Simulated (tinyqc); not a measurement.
Worked calculation: FCI on RHF in the sto-3g basis, for B+, spin multiplicity 1. One step of it, computed by the program tinyqc.

Problem. FCI: determinants and Hamiltonian. Slater-Condon rules over spin orbitals, with the nuclear repulsion added and E(HF) subtracted on the diagonal. Only determinants linked to the reference directly or through others are kept (one block of an abelian symmetry group), so some states are absent.

one-electron integrals over orbitals h = C^T H C (hartree):
```
            1          2          3          4          5
1  -12.310688   0.342793   0.000000   0.000000   0.000000
2    0.342793  -2.802244   0.000000   0.000000   0.000000
3    0.000000   0.000000  -2.617559   0.000000   0.000000
4    0.000000   0.000000   0.000000  -2.617559   0.000000
5    0.000000   0.000000   0.000000   0.000000  -2.617559
```

Two-electron integrals over orbitals (pq|rs), unique and non-zero (hartree):
```
(11|11) 2.897294    (21|11) -0.324303   (21|21) 0.057850    (22|11) 0.742479
(22|21) -0.018490   (22|22) 0.525885    (31|31) 0.021414    (32|31) 0.027489
(32|32) 0.112771    (33|11) 0.742089    (33|21) -0.011529   (33|22) 0.533524
(33|33) 0.586773    (41|41) 0.021414    (42|41) 0.027489    (42|42) 0.112771
(43|43) 0.031630    (44|11) 0.742089    (44|21) -0.011529   (44|22) 0.533524
(44|33) 0.523513    (44|44) 0.586773    (51|51) 0.021414    (52|51) 0.027489
(52|52) 0.112771    (53|53) 0.031630    (54|54) 0.031630    (55|11) 0.742089
(55|21) -0.011529   (55|22) 0.533524    (55|33) 0.523513    (55|44) 0.523513
(55|55) 0.586773
```

nuclear repulsion = 0 hartree

Hartree-Fock energy = -23.94847037 hartree

Give: determinants; H - E(HF) between determinants.

Solution.

Occupation strings over the orbitals (2 doubly, a alpha, b beta, 0 empty; spin orbitals ordered 1a 1b 2a 2b ...): 22000 20200 ab200 20020 ab020 20002 ab002 ba200 02200 ba020 02020 ba002 02002 00220 00202 00022

H - E(HF) between determinants (hartree):
```
         22000    20200    ab200    20020    ab020    20002    ab002    ba200
22000   0.0000   0.1128  -0.0275   0.1128  -0.0275   0.1128  -0.0275   0.0275
20200   0.1128   0.5016  -0.0321   0.0316   0.0000   0.0316   0.0000   0.0321
ab200  -0.0275  -0.0321   7.3467   0.0000   0.0316   0.0000   0.0316  -0.0579
20020   0.1128   0.0316   0.0000   0.5016  -0.0321   0.0316   0.0000   0.0000
ab020  -0.0275   0.0000   0.0316  -0.0321   7.3467   0.0000   0.0316   0.0000
20002   0.1128   0.0316   0.0000   0.0316   0.0000   0.5016  -0.0321   0.0000
ab002  -0.0275   0.0000   0.0316   0.0000   0.0316  -0.0321   7.3467   0.0000
ba200   0.0275   0.0321  -0.0579   0.0000   0.0000   0.0000   0.0000   7.3467
02200   0.0214   0.0579   0.2738   0.0000   0.0000   0.0000   0.0000  -0.2738
ba020   0.0275   0.0000   0.0000   0.0321  -0.0579   0.0000   0.0000   0.0316
02020   0.0214   0.0000   0.0000   0.0579   0.2738   0.0000   0.0000   0.0000
ba002   0.0275   0.0000   0.0000   0.0000   0.0000   0.0321  -0.0579   0.0316
02002   0.0214   0.0000   0.0000   0.0000   0.0000   0.0579   0.2738   0.0000
00220   0.0000   0.0214   0.0275   0.0214   0.0275   0.0000   0.0000  -0.0275
00202   0.0000   0.0214   0.0275   0.0000   0.0000   0.0214   0.0275  -0.0275
00022   0.0000   0.0000   0.0000   0.0214   0.0275   0.0214   0.0275   0.0000

         02200    ba020    02020    ba002    02002    00220    00202    00022
22000   0.0214   0.0275   0.0214   0.0275   0.0214   0.0000   0.0000   0.0000
20200   0.0579   0.0000   0.0000   0.0000   0.0000   0.0214   0.0214   0.0000
ab200   0.2738   0.0000   0.0000   0.0000   0.0000   0.0275   0.0275   0.0000
20020   0.0000   0.0321   0.0579   0.0000   0.0000   0.0214   0.0000   0.0214
ab020   0.0000  -0.0579   0.2738   0.0000   0.0000   0.0275   0.0000   0.0275
20002   0.0000   0.0000   0.0000   0.0321   0.0579   0.0000   0.0214   0.0214
ab002   0.0000   0.0000   0.0000  -0.0579   0.2738   0.0000   0.0275   0.0275
ba200  -0.2738   0.0316   0.0000   0.0316   0.0000  -0.0275  -0.0275   0.0000
02200  16.1301   0.0000   0.0316   0.0000   0.0316   0.1128   0.1128   0.0000
ba020   0.0000   7.3467  -0.2738   0.0316   0.0000  -0.0275   0.0000  -0.0275
02020   0.0316  -0.2738  16.1301   0.0000   0.0316   0.1128   0.0000   0.1128
ba002   0.0000   0.0316   0.0000   7.3467  -0.2738   0.0000  -0.0275  -0.0275
02002   0.0316   0.0000   0.0316  -0.2738  16.1301   0.0000   0.1128   0.1128
00220   0.1128  -0.0275   0.1128   0.0000   0.0000  16.6826   0.0316   0.0316
00202   0.1128   0.0000   0.0000  -0.0275   0.1128   0.0316  16.6826   0.0316
00022   0.0000  -0.0275   0.1128  -0.0275   0.1128   0.0316   0.0316  16.6826
```
